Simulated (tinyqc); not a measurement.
Gamma, L and X subbands of a thin body with non-parabolic valleys: one step. Filling and quantum capacitance. Five cases, with inputs chosen for the exercise.

Task: Over the ten listed subbands, named by valley (G, L, X), degeneracy and number.

n_i = g m/(2 pi c) kB T ln(1 + exp((EF - E_i)/kB T)), sum n_i = Ns (1e12/cm^2 = 1e-4/angstrom^2), c = hbar^2/2m0. Quantum capacitance Cq = 1602.176634 sum g m/(2 pi c) f_i in microfarad/cm^2 with f_i = 1/(1 + exp((E_i - EF)/kB T)); Cox = 34.5313/eot (one gate); C/Cox = Cq/(Cq + Cox), the centroid term left out.

Constants: hbar^2/2m0 = 3.80998211 eV angstrom^2; kB = 8.617333262e-05 eV/K.

Case 1.

Values chosen (near those of a thin GaSb channel; shifted at random, so the results belong to these values and not to a real crystal): face = 100 (surface); t = 58 angstrom (body thickness); Ns = 4.2 x 1e12/cm^2 (sheet density); T = 300 K (temperature); eot = 10 angstrom (equivalent oxide thickness).

Subbands:

| subband | g | E (eV) | DOS mass |
|---|---|---|---|
| L4 n=1 | 4 | 0.153977 | 0.323430 |
| G1 n=1 | 1 | 0.227380 | 0.059421 |
| L4 n=2 | 4 | 0.351194 | 0.373915 |
| X1 n=1 | 1 | 0.360199 | 0.223343 |
| X1 n=2 | 1 | 0.381542 | 0.227322 |
| X2 n=1 | 2 | 0.402330 | 0.610513 |
| X1 n=3 | 1 | 0.416306 | 0.233805 |
| X1 n=4 | 1 | 0.463415 | 0.242590 |
| X1 n=5 | 1 | 0.521587 | 0.253438 |
| X2 n=2 | 2 | 0.539758 | 0.678186 |

Case 2.

Values chosen (near those of a thin GaSb channel; shifted at random, so the results belong to these values and not to a real crystal): face = 111 (surface); t = 38 angstrom (body thickness); Ns = 3.3 x 1e12/cm^2 (sheet density); T = 300 K (temperature); eot = 14 angstrom (equivalent oxide thickness).

Subbands:

| subband | g | E (eV) | DOS mass |
|---|---|---|---|
| L1 n=1 | 1 | 0.071423 | 0.101756 |
| L1 n=2 | 1 | 0.130678 | 0.106852 |
| L1 n=3 | 1 | 0.223607 | 0.114844 |
| L3 n=1 | 3 | 0.265060 | 0.398859 |
| L1 n=4 | 1 | 0.343773 | 0.125179 |
| X3 n=1 | 3 | 0.404901 | 0.514039 |
| G1 n=1 | 1 | 0.446927 | 0.077933 |
| L1 n=5 | 1 | 0.485041 | 0.137327 |
| X3 n=2 | 3 | 0.625750 | 0.605174 |
| L1 n=6 | 1 | 0.642318 | 0.150853 |

Case 3.

Values chosen (near those of a thin GaSb channel; shifted at random, so the results belong to these values and not to a real crystal): face = 110 (surface); t = 74 angstrom (body thickness); Ns = 2.4 x 1e12/cm^2 (sheet density); T = 300 K (temperature); eot = 10 angstrom (equivalent oxide thickness).

Subbands:

| subband | g | E (eV) | DOS mass |
|---|---|---|---|
| L2 n=1 | 2 | 0.079992 | 0.224734 |
| L2' n=1 | 2 | 0.122185 | 0.378092 |
| G1 n=1 | 1 | 0.152361 | 0.051740 |
| L2 n=2 | 2 | 0.157086 | 0.241276 |
| L2 n=3 | 2 | 0.274990 | 0.266574 |
| L2' n=2 | 2 | 0.307406 | 0.442364 |
| X2 n=1 | 2 | 0.356308 | 0.434650 |
| X1 n=1 | 1 | 0.369893 | 0.583089 |
| X2 n=2 | 2 | 0.409392 | 0.456863 |
| L2 n=4 | 2 | 0.423365 | 0.298410 |

Case 4.

Values chosen (near those of a thin InAs channel; shifted at random, so the results belong to these values and not to a real crystal): face = 111 (surface); t = 58 angstrom (body thickness); Ns = 2.5 x 1e12/cm^2 (sheet density); T = 300 K (temperature); eot = 8 angstrom (equivalent oxide thickness).

Subbands:

| subband | g | E (eV) | DOS mass |
|---|---|---|---|
| G1 n=1 | 1 | 0.267922 | 0.057543 |
| G1 n=2 | 1 | 0.678064 | 0.105982 |
| L1 n=1 | 1 | 0.742775 | 0.051513 |
| L1 n=2 | 1 | 0.792127 | 0.053024 |
| L1 n=3 | 1 | 0.871396 | 0.055449 |
| L3 n=1 | 3 | 0.912287 | 0.193669 |
| L1 n=4 | 1 | 0.976876 | 0.058677 |
| X3 n=1 | 3 | 1.067526 | 0.363790 |
| G1 n=3 | 1 | 1.104227 | 0.156314 |
| L1 n=5 | 1 | 1.104514 | 0.062583 |

Case 5.

Values chosen (near those of a thin InP channel; shifted at random, so the results belong to these values and not to a real crystal): face = 100 (surface); t = 32 angstrom (body thickness); Ns = 2.6 x 1e12/cm^2 (sheet density); T = 300 K (temperature); eot = 12 angstrom (equivalent oxide thickness).

Subbands:

| subband | g | E (eV) | DOS mass |
|---|---|---|---|
| G1 n=1 | 1 | 0.372222 | 0.116911 |
| L4 n=1 | 4 | 0.881591 | 0.402300 |
| X1 n=1 | 1 | 1.038647 | 0.270293 |
| G1 n=2 | 1 | 1.095233 | 0.187829 |
| X2 n=1 | 2 | 1.130397 | 0.525229 |
| X1 n=2 | 1 | 1.156551 | 0.293770 |
| X1 n=3 | 1 | 1.334477 | 0.329198 |
| L4 n=2 | 4 | 1.424008 | 0.543505 |
| X2 n=2 | 2 | 1.471926 | 0.649009 |
| X1 n=4 | 1 | 1.555407 | 0.373190 |

Give: EF; n_i in the order of the list; Cq; Cox; C/Cox.

Result:

Case 1.

EF = 0.1268 eV

n_i in the order of the list (1e12/cm^2): 4.184  0.013  0.003  0.000  0.000  0.000  0.000  0.000  0.000  0.000

Cq = 22.51 microfarad/cm^2
Cox = 3.453 microfarad/cm^2
C/Cox = 0.867

EF lies 27 meV below the lowest edge; Gamma holds 0 % of the electrons. EF lies below the edge, so Cq is near e^2 Ns/kB T, set by Ns more than by the density of states; 13 % of the gate capacitance is lost.

Case 2.

EF = 0.1271 eV

n_i in the order of the list (1e12/cm^2): 2.486  0.722  0.029  0.062  0.000  0.000  0.000  0.000  0.000  0.000

Cq = 9.99 microfarad/cm^2
Cox = 2.467 microfarad/cm^2
C/Cox = 0.802

EF lies 56 meV above the lowest edge; Gamma holds 0 % of the electrons. The density of states is ample: only 20 % of the gate capacitance is lost.

Case 3.

EF = 0.0567 eV

n_i in the order of the list (1e12/cm^2): 1.654  0.624  0.014  0.106  0.001  0.001  0.000  0.000  0.000  0.000

Cq = 13.16 microfarad/cm^2
Cox = 3.453 microfarad/cm^2
C/Cox = 0.792

EF lies 23 meV below the lowest edge; Gamma holds 1 % of the electrons. The low density of states costs 21 % of the gate capacitance.

Case 4.

EF = 0.3715 eV

n_i in the order of the list (1e12/cm^2): 2.500  0.000  0.000  0.000  0.000  0.000  0.000  0.000  0.000  0.000

Cq = 3.78 microfarad/cm^2
Cox = 4.316 microfarad/cm^2
C/Cox = 0.467

EF lies 104 meV above the lowest edge; Gamma holds 100 % of the electrons. The low density of states costs 53 % of the gate capacitance.

Case 5.

EF = 0.4219 eV

n_i in the order of the list (1e12/cm^2): 2.600  0.000  0.000  0.000  0.000  0.000  0.000  0.000  0.000  0.000

Cq = 6.83 microfarad/cm^2
Cox = 2.878 microfarad/cm^2
C/Cox = 0.703

EF lies 50 meV above the lowest edge; Gamma holds 100 % of the electrons. The low density of states costs 30 % of the gate capacitance.

Computed by tinyqc, one run a case: `OMP_NUM_THREADS=1 python tinyqc.py N N+1 out.jsonl` with N = 1252156, 1252176, 1252196, 1252752, 1280143; one thread of a shared Intel(R) Xeon(R) Processor @ 2.30GHz, about 0.08 s a run at most.
